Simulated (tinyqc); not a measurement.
## Transfer length from front and end resistance

Problem. A contact of length d and width W has Rc = (Rsh Lt/W) coth(d/Lt) and Re = (Rsh Lt/W)/sinh(d/Lt), with Rsh the sheet resistance under the metal and Lt = sqrt(rc/Rsh). Find Lt, Rsh and rc.

Parameters, values chosen for the exercise:
```
symbol,value,unit,meaning
d,2.4,um,contact length
W,110,um,contact width
```

Rc = 27.356718 ohm
Re = 7.3603778 ohm

Solution. Rc/Re = cosh(d/Lt) gives Lt, and Re then gives Rsh.

Lt = 1.208 um
Rsh = 2400 ohm/sq
rc = 3.500e-5 ohm cm^2

Program tinyqc, `OMP_NUM_THREADS=1 python tinyqc.py 2760119 2760120 out.jsonl`; Intel Xeon 2.30GHz, shared host, one thread, about 0.01 s.
